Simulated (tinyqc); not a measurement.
# From <m> back to temperature T

Model: q-state Potts model on a small periodic square lattice: enumeration, Metropolis, heat-bath and Wolff steps. Computed by tinyqc, a small Python program. Command: `OMP_NUM_THREADS=1 python tinyqc.py 3111927 3111928 out.jsonl potts inv`. One thread of a shared host (Intel(R) Xeon(R) Processor @ 2.30GHz), about 0.01 s of CPU time with the checks.

E = -J x (number of nearest-neighbour bonds with equal states); n x n sites with periodic edges have 2 n^2 bonds. Order parameter m = (q f - 1)/(q - 1), f being the largest share of one state. Sites are numbered row by row from 0. Here q = 4 and n = 3.

Inputs (values chosen for the exercise, for a model of domains or grain orientations): number of states q = 4; edge n = 3; coupling J = 66 meV.

Constants: k_B = 8.617333262e-05 eV/K.

Method:
- K = J/(k_B T); the infinite square lattice orders at K_c = ln(1 + sqrt(q)); Wolff bond probability p = 1 - exp(-K).
- All q^(n^2) states are counted by their number b of equal bonds; weights g(b) exp(K b), K = J/(k_B T). Per site: u = -J <b>/n^2, c/k_B = K^2 (<b^2> - <b>^2)/n^2.
- The same sums with m: <m> and the Binder ratio U = 1 - <m^4>/(3 <m^2>^2).

Question. A run gave the result below. Find the temperature T, known to lie between 820 and 1600 K.

<m> = 0.5322273

Answer.

Each step takes the trial c = (a f_b - b f_a)/(f_b - f_a), f being the result less the target and a, b, c the logarithms of the listed values; c replaces end b, the old b replaces a if the sign of f changed, and otherwise f_a is halved.

Scan of the range:
```
temperature T (K)       <m>
820                0.729642
917                0.622110
1020               0.536334
1150               0.464591
1280               0.418829
1430               0.384216
1600               0.358135
```

False position (Illinois rule, in the logarithm of the input) inside the bracket:
```
step    end a    end b    trial       <m>
1     1020.00  1150.00  1027.03  0.531533
2     1020.00  1027.03  1025.25  0.532738
3     1027.03  1025.25  1026.00  0.532227
4     1025.25  1026.00  1026.00  0.532227
5     1025.25  1026.00  1026.00  0.532227
6     1026.00  1026.00  1026.00  0.532227
```

<m> falls at every point of a 13-point scan of the range (every second point is shown), so one value fits; it is bracketed by 1020 and 1150. Answer: temperature T = 1026 K.
